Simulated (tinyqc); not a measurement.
Inside a calculation. Model: chemical-mechanical planarisation: Preston law, pattern density and step-height reduction. Computed by tinyqc, a small Python program that keeps every step. Command: `OMP_NUM_THREADS=1 python tinyqc.py 3018584 3018585 out.jsonl cmp walk`. One thread of a shared host (Intel(R) Xeon(R) Processor @ 2.30GHz), about 0.02 s of CPU time with the checks. Intermediate numbers are printed to about 6 digits and carried at full precision; extremes and crossings named in words are read from the listed rows.

A row of 10 cells, repeated periodically, holds raised features that cover a share rho of each cell.

Inputs (values chosen for the exercise, close to those used for oxide polishing):

| quantity | value | unit |
|---|---|---|
| Preston coefficient K | 1.9e-13 | 1/Pa |
| pressure P | 33 | kPa |
| platen and carrier speed | 110 | rpm |
| distance between the centres | 18 | cm |
| initial step height h0 | 320 | nm |
| contact height h_c | 110 | nm |
| film above the raised areas z0 | 690 | nm |
| cell size | 1.7 | mm |
| planarisation length | 4.3 | mm |
| polish time t | 12 | s |

local pattern densities, cell by cell: 0.7  0.1  0.25  0.5  0.25  0.2  0.4  0.5  0.9  0.6

## Blanket rate

With equal rotation speeds the relative speed is uniform, v = omega r_c; Preston rate R0 = K P v.

relative speed v = 2.07345 m/s

blanket rate R0 = 13.0005 nm/s

## Effective density

The stiff pad averages the density: rho_eff(i) = sum_j w_ij rho_j / sum_j w_ij, w = exp(-2 d^2/L^2), L the planarisation length and d the distance between cell centres, summed over all periodic images of cell j.

normalised weights (images included) for cells 0, 1, 2, ... apart: 0.315443  0.230759  0.090339  0.018927  0.002126  0.000255

effective densities: 0.506591  0.373495  0.321171  0.323590  0.314023  0.326853  0.414463  0.549300  0.643975  0.626538

Local densities span 0.1 to 0.9, effective ones 0.314 to 0.644.

## State at time t

While h > h_c only raised areas polish, at R0/rho_eff, until t_c = rho_eff (h0 - h_c)/R0. After that h = h_c exp(-(t - t_c)/tau), tau = rho_eff h_c/R0; low areas polish at R0 (1 - h/h_c) and raised areas at R0 [1 + (1 - rho_eff) h/(rho_eff h_c)]. Removed from raised areas after t_c: h0 - h_c + R0 (t - t_c) + (1 - rho_eff)(h_c - h); from low areas: R0 (t - t_c) - rho_eff (h_c - h). Film left = z0 less the removal from raised areas.

Cells:

| cell | rho_eff | t_c (s) | step h (nm) | removed, raised (nm) | removed, low (nm) | film left on raised areas (nm) |
|---|---|---|---|---|---|---|
| 1 | 0.506591 | 8.1831 | 45.1502 | 291.620 | 16.7700 | 398.380 |
| 2 | 0.373495 | 6.0331 | 16.6490 | 346.057 | 42.7065 | 343.943 |
| 3 | 0.321171 | 5.1879 | 8.9686 | 367.144 | 56.1122 | 322.856 |
| 4 | 0.323590 | 5.2270 | 9.2696 | 366.188 | 55.4572 | 323.812 |
| 5 | 0.314023 | 5.0725 | 8.1110 | 369.955 | 58.0661 | 320.045 |
| 6 | 0.326853 | 5.2797 | 9.6842 | 364.894 | 54.5787 | 325.106 |
| 7 | 0.414463 | 6.6949 | 24.2326 | 329.189 | 33.4217 | 360.811 |
| 8 | 0.549300 | 8.8729 | 56.1296 | 274.933 | 11.0626 | 415.067 |
| 9 | 0.643975 | 10.4022 | 82.0435 | 240.725 | 2.7684 | 449.275 |
| 10 | 0.626538 | 10.1206 | 77.1659 | 246.696 | 3.8616 | 443.304 |

range of film left across the row = 129.230 nm

largest remaining step = 82.0435 nm

thinnest film left = 320.045 nm

10 of 10 cells have reached contact. The cell with the lowest rho_eff has lost the most film from its raised areas.

## Local against global planarity over time

Times are multiples of h0/R0; the range is the largest minus the smallest removal from raised areas.

Steps and range (nm):

| multiple | t (s) | largest step | smallest step | range across the row | mean removal from raised areas |
|---|---|---|---|---|---|
| 0.10 | 2.4614 | 270.309 | 218.097 | 52.212 | 78.341 |
| 0.20 | 4.9229 | 220.617 | 116.193 | 104.424 | 156.681 |
| 0.30 | 7.3843 | 170.926 | 46.081 | 134.828 | 226.784 |
| 0.45 | 11.0765 | 97.197 | 11.482 | 132.313 | 303.785 |
| 0.60 | 14.7686 | 49.360 | 2.861 | 121.195 | 363.209 |
| 0.80 | 19.6915 | 19.998 | 0.449 | 112.397 | 432.564 |
| 1.00 | 24.6144 | 8.103 | 0.070 | 108.421 | 498.278 |
| 1.30 | 31.9987 | 2.090 | 0.004 | 106.326 | 594.996 |
| 1.70 | 41.8444 | 0.343 | 0.000 | 105.707 | 723.171 |

Local steps shrink to 0.34 nm or less, but the range across the row reaches up to 134.8 nm among these rows and ends at 105.7 nm, against the limit (largest - smallest rho_eff) h0 = 105.6 nm: once flat, all cells polish alike and the difference stays. Evener density (dummy fill), a longer planarisation length or a smaller initial step reduces it. Caution: in the last rows the removal passes z0 somewhere, so they describe a thicker film than the one given.

Checks made by the program: volume removed per cell equals R0 t (relative difference below 1e-10).
